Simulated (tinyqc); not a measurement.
Comparisons within one model: donor near an oxide interface in a gate field (two-state model). A value that a table varies takes the place of the one given here.

Interface at z = 0 (hard wall), donor at z = d, field F pulling electrons to the interface: potential e F z; 1 kV/cm = 1e-5 eV/angstrom, c = hbar^2/2m0, q = e^2/(4 pi eps0), Q = (eps - eo)/(eps + eo). Donor state: E_D = e F d - ED - q Q/(4 eps d), the last term joining the images of ion and electron. Interface state: z exp(-b z/2) exp(-rho^2/(2 L^2)) with E_z = c b^2/(4 mz) + 3 e F/b + q Q b/(8 eps), minimised over b; in the plane at z = 3/b the ion (distance D = d - 3/b) and its image (D' = d + 3/b) give E_rho = c/(mt L^2) - (q/eps)(sqrt(pi)/L)[erfcx(D/L) + Q erfcx(D'/L)], erfcx(x) = exp(x^2) erfc(x), minimised over L. E_I = E_z + E_rho.

The two states couple by t = t0 exp(-D/aD) with t0 = q/(eps aD) (2 aD/L) sqrt(aD b/2) v, v a valley factor; this form is an estimate. With detuning u = E_D - E_I the splitting is sqrt(u^2 + 4 t^2) and the lower state has weight (1 - u/sqrt(u^2 + 4 t^2))/2 on the donor.

Constants: hbar^2/2m0 = 3.80998211 eV angstrom^2; e^2/(4 pi eps0) = 14.39964547 eV angstrom.

Inputs chosen for the exercise (near those of a donor in Si below SiO2, static dielectric constants; not measured data): d = 80 angstrom (depth of the donor); ED = 42 meV (bulk binding energy); mz = 0.921 m0 (mass across the interface); mt = 0.185 m0 (mass in the plane); eps = 11.3 (dielectric constant of the semiconductor); eo = 3.9 (dielectric constant of the oxide); aD = 18.4 angstrom (donor radius); v = 0.51 (valley factor); Fl = (71.097, 82.206, 86.649, 88.871, 91.093, 95.537, 106.645) kV/cm (fields); dl = (60, 80, 105, 135, 170, 215, 270) angstrom (depths).

## Sweeping the field

Both levels, the splitting, the donor weight and the mean depth w d + (1 - w) 3/b.

Results:
```
F (kV/cm)  E_D (meV)  E_I (meV)  splitting (meV)  donor weight  mean depth (angstrom)
71.097        12.939     21.056             8.60         0.972                   78.7
82.206        21.826     24.943             4.07         0.883                   74.3
86.649        25.380     26.428             2.75         0.691                   64.8
88.871        27.158     27.158             2.51         0.500                   55.4
91.093        28.936     27.880             2.69         0.304                   45.5
95.537        32.491     29.299             4.00         0.101                   35.0
106.645       41.377     32.726             8.95         0.017                   29.6
```

How do the results move?

E_D rises by 0.80 and E_I by 0.33 meV per kV/cm, so they cross once, near 88.9 kV/cm, where the splitting is 2t = 2.51 meV. The donor weight passes from 0.85 to 0.15 while the detuning goes from -2t to 2t, a window of 11 kV/cm or 12 % of the field; across the table the charge moves by 49 angstrom.

## Depth of the donor

Critical field, and the coupling, E_rho and L at that field.

Results:
```
d (angstrom)  critical field (kV/cm)  e F d/ED  t (meV)  E_rho (meV)  L (angstrom)
60                             131.5     1.878      3.9       -22.58            55
80                              88.9     1.693      1.3       -17.58            68
105                             62.7     1.568     0.31       -13.81            82
135                             46.1     1.481    0.061       -11.01            98
170                             35.0     1.416   0.0092        -8.93           116
215                             26.6     1.361  0.00083        -7.20           137
270                             20.5     1.317  4.5e-05        -5.84           161
```

What does this show?

The critical field falls from 131 to 20 kV/cm, with exponent -1.24 in d, while t drops by a factor 8.8e+04, about e for each 19 angstrom at the end (aD = 18.4). One lattice plane (1.36 angstrom) of misplacement changes t by 7 % and the critical field by about 1.6 % at 105 angstrom.

## What each parameter does

Critical field (E_D = E_I), and t and L there. Each row changes one parameter from the base and keeps the others.

Results:
```
case                critical field (kV/cm)  t (meV)  L (angstrom)
base                                  88.9     1.25          67.5
d = 95 angstrom                       71.2    0.543          76.3
ED = 48 meV                          101.3     1.17          68.4
aD = 20.2 angstrom                    88.9     1.67          67.5
mz = 0.783 m0                         92.0     1.31          67.0
mt = 0.213 m0                         87.5     1.34          63.5
eo = 5.8                              85.9     1.19          69.2
eps = 12                              90.8     1.14          69.3
```

How do the results move?

The largest shifts from the base row, up to three for each result and ties (the steps differ in size, so this ranks the rows, not the parameters). critical field (kV/cm): d -17.7, ED +12.4, mz +3.1; unchanged at the printed digits by aD. t (meV): d -0.710, aD +0.414, eps -0.116. L (angstrom): d +8.8, mt -4.0, eps +1.8; unchanged at the printed digits by aD.

Computed by tinyqc, a small Python program: `OMP_NUM_THREADS=1 python tinyqc.py 1282667 1282668 out.jsonl` (the numbers bound the seed that draws the inputs); one thread of a shared host (Intel(R) Xeon(R) Processor @ 2.30GHz), about 0.1 s for the whole set of steps.
